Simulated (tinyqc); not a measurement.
# Worked calculation: surface potential of a MOS transistor: implicit equation and explicit approximations

tinyqc, about 0.01 s, one thread, Intel Xeon 2.30GHz (shared host): `OMP_NUM_THREADS=1 python tinyqc.py 2122134 2122135 out.jsonl` Printed values are rounded.

p-type body, charge-sheet picture, depletion and inversion only, full ionisation (an idealisation for deep acceptors), Boltzmann statistics (rough once Na exp(x - xn) passes about Nc/7). In units of Vt: xg = (Vg - Vfb)/Vt, x = psi/Vt, G = gamma/sqrt(Vt), xn = (2 phiF + Vc)/Vt. The implicit equation is (xg - x)^2 = G^2 [x - 1 + exp(x - xn)] for x above about 3. Cox = eps0 eox/tox.

Values chosen for this exercise; band and dielectric values close to those of silicon: temperature T = 250 K; band gap Eg = 1.14 eV; relative permittivity eps_r = 11.8; conduction-band density of states at T Nc = 2.15e19 cm^-3; valence-band density of states at T Nv = 2.03e19 cm^-3; relative permittivity of the gate insulator (close to silicon dioxide) eox = 3.9; insulator thickness tox = 4 nm; acceptor density Na = 1.5e17 cm^-3; flat-band voltage Vfb = -0.57 V; channel-body voltage Vc = 0 V; gate-body voltage Vg = 0.27 V.

Constants: q = 1.602176634e-19 C, kB = 1.380649e-23 J/K, Vt = kB T/q, eps0 = 8.8541878128e-14 F/cm where lengths are in cm. Results are converted to the units shown.

## Scales

ni = sqrt(Nc Nv) exp(-Eg/(2 Vt)), Eg in volts; phiF = Vt ln(Na/ni); gamma = sqrt(2 q eps0 eps_r Na)/Cox; VT = Vfb + Vt (xn + G sqrt(xn - 1)).

phiF = 0.463652 V
gamma = 0.259584 V^0.5
G = 1.76857
xn = 43.0437
VT = 0.604354 V
xg = 38.9912

## Explicit approximation

Depletion value a = 1 + [sqrt(G^2/4 + xg - 1) - G/2]^2; inversion value b = xn + ln[(xg - xn)^2/G^2 - xn + 1] and first guess y = min(a, b) - ln(1 + exp(-|a - b|)) if a > xn + 1, else b = y = a; one second-order correction with D = exp(y - xn), p = 2 (xg - y) + G^2 (1 + D), w = (xg - y)^2 - G^2 (y - 1 + D): z = y + 2 w/(p + sqrt(p^2 - 2 (2 - G^2 D) w)), or the Newton step z = y + w/p where the root is not real.

a = 29.5426
b = 29.5426
y = 29.5426
p = 22.0251
w = -4.28333e-6
z = 29.5426

The root of the implicit equation is x = 29.5426; y misses it by 1.9e-7 and z by 0, in units of Vt (Newton branch).

## Starting value

x = a rounded to two decimals.

x at the start = 29.54

## Iteration 1: new x

D = exp(x - xn), f = (xg - x)^2 - G^2 (x - 1 + D), f' = -2 (xg - x) - G^2 (1 + D), x(new) = x - f/f'.

D = 1.36591e-6
f = 0.0566184
f' = -22.0302
x after iteration 1 = 29.5426

## Iteration 2: new x

As before.

D = 1.36943e-6
f = 6.60507e-6
f' = -22.0251
x after iteration 2 = 29.5426

## Course of the iteration

Stop when the step is below 1e-11, or after 60 iterations.

Course of the iteration:

| iteration | x before the step | step |
|---|---|---|
| 1 | 29.54 | 2.57e-3 |
| 2 | 29.5426 | 3.00e-7 |
| 3 | 29.5426 | 3.55e-15 |

Converged in 3 iterations.

## Potential, charges and gate control

converged x = 29.5426

psi = Vt x; N_dep = Cox Vt G sqrt(x - 1)/q; N_inv = (Cox Vt G/q) [sqrt(x - 1 + exp(x - xn)) - sqrt(x - 1)]; dpsi/dVg = 1/[1 + G^2 (1 + exp(x - xn))/(2 (xg - x))].

psi = 0.636445 V
N_dep = 1.09679e12 cm^-2
N_inv = 26311 cm^-2
dpsi/dVg = 0.857988

psi lies 14 Vt below 2 phiF + Vc.
